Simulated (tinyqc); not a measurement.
Worked calculation: plane-wave Kohn-Sham cycle with exchange-only LDA in a layered model solid. Computed by tinyqc, a small Python program that keeps every step. Settings: points = 16, plane-wave index or count = 3, electrons = 4, k points = 2, area = 27.0, mixing = 0.5, iteration cap = 54. Command: `OMP_NUM_THREADS=1 python tinyqc.py 26754 26755 out.jsonl` (the two numbers bound the seeds that draw the settings). One thread of a shared host (Intel(R) Xeon(R) Processor @ 2.60GHz), about 0.02 s of CPU time with the checks. Later iterations appear only in the table of the cycle.

## Iteration 1: potential

A solid whose potential varies along x alone (atomic units):
```
parameter                      value
period a                   17.300000
cross-section of the cell  27.000000
electrons per cell                 4
grid points                       16
plane waves -n..n, n               3
k points                           2
V1 in V1 cos(2 pi x/a)     -0.260000
```

density at the start, on the grid x_j = j a/N (e/bohr^3): 0.00856348  0.00856348  0.00856348  0.00856348  0.00856348  0.00856348  0.00856348  0.00856348  0.00856348  0.00856348  0.00856348  0.00856348  0.00856348  0.00856348  0.00856348  0.00856348

V_H(G) = 4 pi rho(G)/G^2 for G != 0 (uniform background); v_x = -(3 rho/pi)^(1/3); V = V_ext + V_H + v_x; Fourier components f(G_m) = (1/N) sum_j f(x_j) exp(-i G_m x_j).

Potentials on the grid (hartree):
```
x              V_ext       V_H        v_x          V
0.000000   -0.260000  0.000000  -0.201469  -0.461469
1.081250   -0.240209  0.000000  -0.201469  -0.441677
2.162500   -0.183848  0.000000  -0.201469  -0.385316
3.243750   -0.099498  0.000000  -0.201469  -0.300966
4.325000           0  0.000000  -0.201469  -0.201469
5.406250    0.099498  0.000000  -0.201469  -0.101971
6.487500    0.183848  0.000000  -0.201469  -0.017621
7.568750    0.240209  0.000000  -0.201469   0.038740
8.650000    0.260000  0.000000  -0.201469   0.058531
9.731250    0.240209  0.000000  -0.201469   0.038740
10.812500   0.183848  0.000000  -0.201469  -0.017621
11.893750   0.099498  0.000000  -0.201469  -0.101971
12.975000          0  0.000000  -0.201469  -0.201469
14.056250  -0.099498  0.000000  -0.201469  -0.300966
15.137500  -0.183848  0.000000  -0.201469  -0.385316
16.218750  -0.240209  0.000000  -0.201469  -0.441677
```

V(G_m), m = 0, 1, 2, ... (hartree): -0.201469  -0.130000  0.000000  0.000000  0.000000  0.000000  0.000000

## Iteration 1: Hamiltonian at one k

k = 0.250000 2 pi / a

H(m,m') = (k + G_m)^2/2 delta + V(G_m - G_m'), with V(-G) = V(G).

H (hartree):
```
           -3         -2         -1         +0         +1         +2         +3
-3   0.297304  -0.130000   0.000000   0.000000   0.000000   0.000000   0.000000
-2  -0.130000   0.000514  -0.130000   0.000000   0.000000   0.000000   0.000000
-1   0.000000  -0.130000  -0.164370  -0.130000   0.000000   0.000000   0.000000
+0   0.000000   0.000000  -0.130000  -0.197346  -0.130000   0.000000   0.000000
+1   0.000000   0.000000   0.000000  -0.130000  -0.098416  -0.130000   0.000000
+2   0.000000   0.000000   0.000000   0.000000  -0.130000   0.132421  -0.130000
+3   0.000000   0.000000   0.000000   0.000000   0.000000  -0.130000   0.495165
```

## Iteration 1: levels at that k

Diagonalise the Hermitian matrix.

eigenvalues (hartree): -0.373180  -0.206248  -0.061991  0.052431  0.163689  0.350902  0.539669

## Iteration 1: new density

Motion across x is left out: the lowest 2 band(s) hold two electrons at each of the k points (j + 1/2)/nk - 1/2. Residual R = rho(out) - rho(in); rho(new) = rho(in) + 0.5 R. rho(out) = 2/(a A nk) sum |psi|^2 with psi = sum c exp(i G x). Harris energy E = band energy - dV sum rho (V_H/2 + v_x) + (3/4) dV sum rho v_x with rho(in), dV = a A/N, band energy = (2/nk) sum of the filled levels.

rho(out) (e/bohr^3): 0.01718209  0.01902643  0.01926471  0.01329323  0.00590590  0.00180990  0.00046686  0.00012435  0.00005080  0.00012435  0.00046686  0.00180990  0.00590590  0.01329323  0.01926471  0.01902643

density after iteration 1 (e/bohr^3): 0.01287278  0.01379495  0.01391409  0.01092836  0.00723469  0.00518669  0.00451517  0.00434391  0.00430714  0.00434391  0.00451517  0.00518669  0.00723469  0.01092836  0.01391409  0.01379495

energy per cell = -0.95738844 hartree

## Iteration 2: potential

As before.

Potentials on the grid (hartree):
```
x              V_ext        V_H        v_x          V
0.000000   -0.260000   0.521879  -0.230789   0.031090
1.081250   -0.240209   0.488863  -0.236173   0.012482
2.162500   -0.183848   0.380018  -0.236851  -0.040681
3.243750   -0.099498   0.196761  -0.218529  -0.121266
4.325000           0  -0.020417  -0.190457  -0.210874
5.406250    0.099498  -0.220294  -0.170459  -0.291255
6.487500    0.183848  -0.372264  -0.162760  -0.351176
7.568750    0.240209  -0.465330  -0.160676  -0.385797
8.650000    0.260000  -0.496553  -0.160221  -0.396774
9.731250    0.240209  -0.465330  -0.160676  -0.385797
10.812500   0.183848  -0.372264  -0.162760  -0.351176
11.893750   0.099498  -0.220294  -0.170459  -0.291255
12.975000          0  -0.020417  -0.190457  -0.210874
14.056250  -0.099498   0.196761  -0.218529  -0.121266
15.137500  -0.183848   0.380018  -0.236851  -0.040681
16.218750  -0.240209   0.488863  -0.236173   0.012482
```

V(G_m), m = 0, 1, 2, ... (hartree): -0.196426  0.108312  0.006969  -0.001282  -0.000232  -0.000123  0.000039

## Iteration 2: Hamiltonian at one k

k = 0.250000 2 pi / a

As before.

H (hartree):
```
           -3         -2         -1         +0         +1         +2         +3
-3   0.302347   0.108312   0.006969  -0.001282  -0.000232  -0.000123   0.000039
-2   0.108312   0.005556   0.108312   0.006969  -0.001282  -0.000232  -0.000123
-1   0.006969   0.108312  -0.159328   0.108312   0.006969  -0.001282  -0.000232
+0  -0.001282   0.006969   0.108312  -0.192304   0.108312   0.006969  -0.001282
+1  -0.000232  -0.001282   0.006969   0.108312  -0.093374   0.108312   0.006969
+2  -0.000123  -0.000232  -0.001282   0.006969   0.108312   0.137463   0.108312
+3   0.000039  -0.000123  -0.000232  -0.001282   0.006969   0.108312   0.500207
```

## Iteration 2: levels at that k

As before.

eigenvalues (hartree): -0.326882  -0.188195  -0.060674  0.043871  0.158879  0.341308  0.532260

## Iteration 2: new density

As before.

rho(out) (e/bohr^3): 0.00010069  0.00021307  0.00076572  0.00263880  0.00722084  0.01398631  0.01840101  0.01741573  0.01563199  0.01741573  0.01840101  0.01398631  0.00722084  0.00263880  0.00076572  0.00021307

density after iteration 2 (e/bohr^3): 0.00648673  0.00700401  0.00733990  0.00678358  0.00722776  0.00958650  0.01145809  0.01087982  0.00996957  0.01087982  0.01145809  0.00958650  0.00722776  0.00678358  0.00733990  0.00700401

energy per cell = -1.15409287 hartree

## Convergence

Stop when sqrt(dV sum R^2) is below 1e-8, dV = a A/N.

Course of the cycle:
```
iteration  E (hartree)  norm of the residual
1          -0.95738844              1.72e-01
2          -1.15409287              2.43e-01
3          -1.56760137              2.32e-01
4          -1.02276545              2.23e-01
5          -1.48060760              2.25e-01
6          -1.04833525              2.27e-01
7          -1.49672857              2.26e-01
8          -1.04335935              2.26e-01
9          -1.49324306              2.26e-01
10         -1.04446160              2.26e-01
11         -1.49399485              2.26e-01
...                ...                   ...
44         -1.04428385              2.26e-01
45         -1.49388176              2.26e-01
46         -1.04428385              2.26e-01
47         -1.49388176              2.26e-01
48         -1.04428385              2.26e-01
49         -1.49388176              2.26e-01
50         -1.04428385              2.26e-01
51         -1.49388176              2.26e-01
52         -1.04428385              2.26e-01
53         -1.49388176              2.26e-01
54         -1.04428385              2.26e-01
```

Not converged within 54 iterations: the residual has stopped falling: the iteration swings between two states. Reruns (cap 100 unless said): mixing 0.1: not converged; mixing 0.5, Kerker q0 1.0: converged in 49 (E = -0.59961); mixing 0.3, Pulay depth 5: converged in 15 (E = -0.59961); the original settings with a cap of 400: not converged.
